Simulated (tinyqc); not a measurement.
Two-sublattice mean-field magnet: ferrimagnet, compensation points and susceptibility: one step, computed by the program tinyqc. Command: `OMP_NUM_THREADS=1 python tinyqc.py 3028915 3028916 out.jsonl ferri walk`. One thread of a shared host (Intel(R) Xeon(R) Processor @ 2.30GHz), about 0.01 s of CPU time with the checks.

A random alloy A(1-x)B(x) with H = -sum over pairs J S_i.S_j. a = <S_A> and b = <S_B> are taken along z, a > 0. Exchange fields: h_A = (1 - x) zJ_AA a + x zJ_AB b, h_B = (1 - x) zJ_AB a + x zJ_BB b; a = S_A B_(S_A)(S_A h_A/(k_B T)) and likewise for b, with the Brillouin function B_S(y) = [(2S + 1)/(2S)] coth[(2S + 1) y/(2S)] - [1/(2S)] coth[y/(2S)].

Task: Ordering temperature. Linearised, T (a, b) = M (a, b) with M_ij = S_i (S_i + 1) c_j zJ_ij/(3 k_B), c_A = 1 - x, c_B = x. T_c is the larger eigenvalue, and its eigenvector gives b/a at onset, (T_c - M_AA)/M_AB.

Inputs (values chosen for the exercise, for a model ferrimagnet):
```
quantity               value  unit
spin S_A                 1.5     -
spin S_B                 1.5     -
fraction x of B sites   0.31     -
z J_AA                  15.7   meV
z J_BB                   1.5   meV
z J_AB                  -4.1   meV
T over T_c              0.43     -
```

Constants: k_B = 8.617333262e-05 eV/K.

Give: M; eigenvalues; T_c; b/a at onset; T.

Result:

M (K):
```
       A      B
A  157.1  -18.4
B  -41.0    6.7
```

eigenvalues (K): 1.9  162.0

T_c = 162.0 K

b/a at onset = -0.2643

T = 69.67 K

The antiferromagnetic A-B coupling raises T_c by 5 K over that of A alone.
